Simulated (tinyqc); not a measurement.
## Contact transmission and back-scattering length from two lengths

Inverse problem. A channel with M modes has R = RQ (2/tc - 1 + L/lam), RQ = (h/2q^2)/M. Find lam and tc.

Constants: q = 1.602176634e-19 C, h = 6.62607015e-34 J s. Results are converted to the units shown.

R at L = 36 and 280 nm (ohm um): 450.97694  631.23340
M = 246.06276 1/um

Answer. The slope is RQ/lam and the intercept RQ (2/tc - 1).

lam = 71.00 nm
tc = 0.2200

Program tinyqc, `OMP_NUM_THREADS=1 python tinyqc.py 2760028 2760029 out.jsonl`; Intel Xeon 2.30GHz, shared host, one thread, about 0.01 s.
